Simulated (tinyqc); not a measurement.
# Level and width from two currents at zero temperature

Inverse problem. In a resonant-tunnelling diode at zero temperature a sharp resonance at Er = E0 - alpha V between the emitter band edge and Ef carries J = K (pi/2) G Tp (Ef - Er), K = q^3 mw m0/(2 pi^2 hbar^3) (times 1e-4 for A/cm^2 per eV^2), with G its full width and Tp its peak transmission, G Tp taken as constant, and no back flow. Find G Tp and E0.

Values chosen for this exercise; masses and offsets close to those of GaAs wells and AlGaAs barriers: mass in the well, spacer and contacts mw = 0.066 m0; Fermi energy of both contacts above their band edges Ef = 0.047 eV; share of the bias at the well alpha = 0.48.

Constants: q = 1.602176634e-19 C, hbar = 1.054571817e-34 J s, m0 = 9.1093837015e-31 kg. Results are converted to the units shown.

J at V = 0.022 and 0.095 V (kA/cm^2): 3.1920092  25.296357

Answer. J is linear in V: the slope gives G Tp, and the onset V0, where the line meets zero, gives E0 = Ef + alpha V0.

G Tp = 0.376 meV
E0 = 0.0525 eV

Numbers from tinyqc (`OMP_NUM_THREADS=1 python tinyqc.py 2600133 2600134 out.jsonl`; about 0.2 s on one thread of a shared Intel Xeon 2.30GHz).
